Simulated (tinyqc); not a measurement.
Trench capacitor in an array: capacitance, non-linearity, leakage and relaxation: one step of the calculation.

A film between two metal electrodes, each interface adding a series capacitance ci. The small-signal permittivity is ek (1 + aq E^2); the field is found with the linear permittivity. Leakage J = J0 sinh(E/Ef). After a voltage step the film passes a relaxation current kr C V tt^(-nr), tt being the time in seconds. The sidewall is a coaxial capacitor with radii a = dm/2 - t and b = dm/2, depth AR dm; the end face is left out.

Problem. Planar capacitance, field and non-linearity. Planar film: Cf = eps0 ek/t, 1/C = 1/Cf + 2/ci, EOT = 3.9 eps0/C, effective permittivity C t/eps0, E = (V/t) C/Cf; quadratic coefficient [C(V)/C - 1]/V^2 with Cf (1 + aq E^2) in C(V).

Values chosen for this exercise; permittivity of the order of that of strontium titanate:
```
symbol   value       unit                                                             meaning
ek         150                                              relative permittivity of the film
t           16         nm                                                      film thickness
ci        1000    uF/cm^2  capacitance of each electrode interface (dead layer and screening)
aq      -0.064  cm^2/MV^2                     quadratic field coefficient of the permittivity
V          1.9          V                                                                bias
J0       2e-11     A/cm^2                                                   leakage prefactor
Ef        0.47      MV/cm                             field for an e-fold rise of the leakage
```

Constants: eps0 = 8.8541878128e-14 F/cm where lengths are in cm. Results are converted to the units shown.

Wanted: Cf; C; EOT; effective permittivity; E; quadratic coefficient; J.

Solution.

Cf = 8.301 uF/cm^2
C = 8.165 uF/cm^2
EOT = 0.4229 nm
effective permittivity = 147.6
E = 1.168 MV/cm
quadratic coefficient = -2.383e4 ppm/V^2
J = 1.192e-10 A/cm^2

The interfaces take 1.63 % of the voltage.

Computed by the program tinyqc: `OMP_NUM_THREADS=1 python tinyqc.py 2102163 2102164 out.jsonl`, one thread of a shared Intel Xeon 2.30GHz, about 0.01 s for the whole run.
